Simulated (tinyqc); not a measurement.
Worked calculation: finite-size error of a charged defect in a periodic cell: Madelung and Makov-Payne terms. Computed by tinyqc, a small Python program that keeps every step. Command: `OMP_NUM_THREADS=1 python tinyqc.py 3007683 3007684 out.jsonl imagecharge walk`. One thread of a shared host (Intel(R) Xeon(R) Processor @ 2.30GHz), about 0.03 s of CPU time with the checks. Intermediate numbers are printed to about 5 digits and carried at full precision; extremes and crossings named in words are read from the listed rows.

L is the cube root of the cell volume. The defect charge is a Gaussian, rho(r) = q (2 pi sigma^2)^(-3/2) exp(-r^2/2 sigma^2), repeated periodically in a uniform neutralising background and screened by a continuum. The model cell energy is E(L) = E_0 + [periodic - isolated electrostatic energy].

Inputs (values chosen for the exercise, for a model uniaxial host): charge q = -3 e; cell length L = 19.5 angstrom; dielectric constant eps_xy = 15.2; dielectric constant eps_z = 9.58; axis ratio c/a = 1.19; width sigma of the defect charge = 2.1 angstrom; formation energy of the isolated defect E_0 = 3.49 eV.

Supercell lattice: hexagonal. Screening: uniaxial.

scatter added to the six cells, standing for numerical noise (meV): [4.4, 5.1, -0.59, 1.2, 3.6, -5.8]

Constants: e^2/(4 pi eps_0) = 14.39964548 eV angstrom.

## The cell

Cell vectors: (1,0,0), (-1/2,sqrt(3)/2,0), (0,0,c/a), scaled to volume L^3.

cell vectors (rows) (angstrom):
$$\begin{pmatrix}
19.305 & 0.000 & 0.000 \\
-9.653 & 16.719 & 0.000 \\
0.000 & 0.000 & 22.973
\end{pmatrix}$$

nearest image = 19.305 angstrom

## Madelung energy

Ewald sum for a unit point charge: scale each Cartesian component of the cell by 1/sqrt(eps_i), giving R', G' and V'; E = [ (1/2) sum erfc(eta R')/R' + (2 pi/V') sum exp(-G'^2/4 eta^2)/G'^2 - eta/sqrt(pi) - pi/(2 V' eta^2) ] e^2/(4 pi eps_0) / sqrt(eps_x eps_y eps_z), over n_i = -6..6, omitting n = (0,0,0), eta = 2/V'^(1/3). alpha = -2 E eps_g L/(e^2/(4 pi eps_0)), eps_g = (eps_x eps_y eps_z)^(1/3).

terms for a unit charge (eV): real space 0.001771, reciprocal 0.010223, self -0.063937, background -0.022252

Madelung constant alpha = 2.6188

point-charge correction -q^2 E = 0.66775 eV

Cubic cells have alpha = 2.837 (sc) to 2.888 (fcc, bcc); this cell, as seen through the screening, is so far from compact that alpha drops well below.

## Energy of the smeared charge in the cell

Periodic energy of the Gaussian: (2 pi q^2/V) sum_(G != 0) exp(-sigma^2 G^2)/(G.eps.G) x e^2/(4 pi eps_0), n_i = -k..k with k = max(9, L/sigma rounded up). Isolated energy: q^2/(2 sqrt(pi) sigma) <1/(n.eps.n)> e^2/(4 pi eps_0), the mean over directions n (64 Gauss-Legendre points in cos(theta)).

periodic energy = 0.69140 eV

isolated energy = 1.3295 eV

finite-size error = -0.63809 eV

E(L) = 2.8519 eV

## A series of cells

Cells of the same shape with L scaled by 0.7, 0.85, 1, 1.25, 1.5 and 2; the scatter is added to E(L). The point-charge correction scales as 1/L from its value at the input L.

Scaling data:
```
L (angstrom)  1/L (1/angstrom)  E(L) (eV)  E(L) + point-charge correction (eV)
13.650                0.073260     2.6280                               3.5820
16.575                0.060332     2.7580                               3.5436
19.500                0.051282     2.8513                               3.5191
24.375                0.041026     2.9721                               3.5063
29.250                0.034188     3.0572                               3.5023
39.000                0.025641     3.1540                               3.4879
```

## Ways to reach the isolated limit

Least-squares fits of E(L) to a + b/L, a + c/L^3 or a + b/L + c/L^3; the estimate is a, and errors are against E_0.

Estimates of E_0:
```
way                              estimate (eV)  error (meV)
largest cell, uncorrected               3.1540      -336.01
largest cell, point-charge term         3.4879        -2.13
1/L fit, three smallest                 3.3715      -118.55
1/L fit, all six                        3.4332       -56.78
1/L^3 fit, all six                      3.0949      -395.11
1/L and 1/L^3, three smallest           3.4012       -88.77
1/L and 1/L^3, all six                  3.4786       -11.38
corrected data, 1/L^3 fit               3.4885        -1.46
```

coefficient b of the full fit = -12.693 eV angstrom

Best here: corrected data, 1/L^3 fit (-1.5 meV); worst: 1/L^3 fit, all six (-395 meV). The fitted b is 97.5 % of the Madelung value -q^2 alpha e^2/(8 pi eps_0 eps_g), so such a fit also measures the screening. The three-term fit to three small cells has no spare point and magnifies the scatter. A pure 1/L fit lands below E_0, because the positive 1/L^3 term flattens the small-cell points.

## One dielectric constant for an anisotropic host?

The same sum with an isotropic constant in place of the tensor, the means being taken over (eps_xy, eps_xy, eps_z); errors against the tensor result.

Point-charge correction:
```
constant          value  correction (eV)  error (meV)
eps_xy           15.200          0.61220       -55.56
eps_z             9.580          0.97134       303.58
arithmetic mean  13.327          0.69825        30.50
geometric mean   13.032          0.71403        46.28
harmonic mean    12.714          0.73191        64.16
```

The tensor gives 0.6678 eV. Closest is arithmetic mean (+30.5 meV) and furthest eps_z (+303.6 meV); anisotropy also changes the effective shape of the cell, which no single constant captures.

Checks made by the program: the same sum with another eta (relative difference below 1e-10).
